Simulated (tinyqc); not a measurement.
## Absorption coefficient and reflectance from two thicknesses

Problem. With transparent contact layers the responsivity is (1 - Rf)(1 - exp(-al wi)) q lam/(h c). The second absorber is twice as thick as the first. Find al and Rf.

Parameters, values chosen for the exercise:

| symbol | value | unit | meaning |
|---|---|---|---|
| lam | 1310 | nm | wavelength |

Constants: q = 1.602176634e-19 C, h = 6.62607015e-34 J s, c = 299792458 m/s. Results are converted to the units shown.

responsivity for wi = 0.85 and 1.7 um (A/W): 0.45656039  0.63128673

Answer. The ratio of the responsivities is 1 + exp(-al w1), which gives al; either value then gives 1 - Rf.

al = 1.13e4 1/cm
Rf = 0.300

tinyqc, about 0.01 s, one thread, Intel Xeon 2.30GHz (shared host): `OMP_NUM_THREADS=1 python tinyqc.py 2250115 2250116 out.jsonl`
